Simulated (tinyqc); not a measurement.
Schottky barrier with interface states (Cowley-Sze model), image lowering and contact resistance: one step, computed by the program tinyqc. Command: `OMP_NUM_THREADS=1 python tinyqc.py 3025962 3025963 out.jsonl pinning walk`. One thread of a shared host (Intel(R) Xeon(R) Processor @ 2.30GHz), about 0.01 s of CPU time with the checks.

An n-type semiconductor under a metal. The barrier lies between the Schottky-Mott limit phi_M - chi and the Bardeen limit E_g - E_n, E_n being the neutrality level of the interface states; the space-charge term of the full Cowley-Sze expression is left out.

Question. Thermionic current. A* = 4 pi e m_e M_c k_B^2/h^3 (a simple valley count); J_s = A* T^2 exp(-phi/k_B T). J_0 uses phi_B; the reverse current uses phi_B less the image lowering, times 1 - exp(-V_r/k_B T).

Inputs (values chosen for the exercise, with gap, mass and screening modelled on GaP):
```
quantity                     value   unit
gap E_g                       2.26     eV
dielectric constant eps_s     11.5      -
electron mass m_e            0.481    m_0
valleys M_c                      3      -
donor density N            1.2e+19  cm^-3
temperature T                  350      K
reverse bias V_r               1.6      V
```

Pinning factor from: interface states.

barrier phi_B = 1.191468 eV

image lowering = 0.2006217 eV

Constants: e = 1.602176634e-19 C; m_0 = 9.1093837015e-31 kg; k_B = 1.380649e-23 J/K; h = 6.62607015e-34 J s; k_B = 8.617333262e-05 eV/K.

Give: Richardson constant A*; J_0; thermionic reverse current.

Answer.

Richardson constant A* = 173.4 A cm^-2 K^-2

J_0 = 1.482e-10 A/cm^2

thermionic reverse current = 1.147e-07 A/cm^2

Image lowering raises the reverse current by a factor 774. Caution: the field is near or above breakdown for such a gap, so avalanche or tunnelling current would take over. Caution: the field is near breakdown. Caution: E_00 = (e hbar/2) sqrt(N/(m_e eps_s eps_0)) is above 0.3 k_B T, so tunnelling through the barrier adds to the thermionic currents, most of all under reverse bias.
